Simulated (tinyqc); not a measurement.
Weibull analysis of times to dielectric breakdown, with area scaling: one step of the calculation.

Breakdown times follow F(t) = 1 - exp(-(t/t63)^beta). The 12 times below were drawn at random from beta = 1.2, t63 = 32 s and are treated as data; all samples failed.

Task. Likelihood estimate of beta. Maximum likelihood: a(beta) = 1/beta with a = sum t^beta ln t/sum t^beta - mean ln t. Averaged step: beta(new) = [beta + 1/a(beta)]/2.

t, i 1 to 12 (s): 2.66  9.13  10.7  11.2  14.9  22.4  23.9  24.5  26.7  28.7  35.8  54.4
beta at the start = 1.4

Wanted: beta after iteration 1.

Result.

beta after iteration 1 = 1.656

Numbers from tinyqc (`OMP_NUM_THREADS=1 python tinyqc.py 2070158 2070159 out.jsonl`; about 0.01 s on one thread of a shared Intel Xeon 2.30GHz).
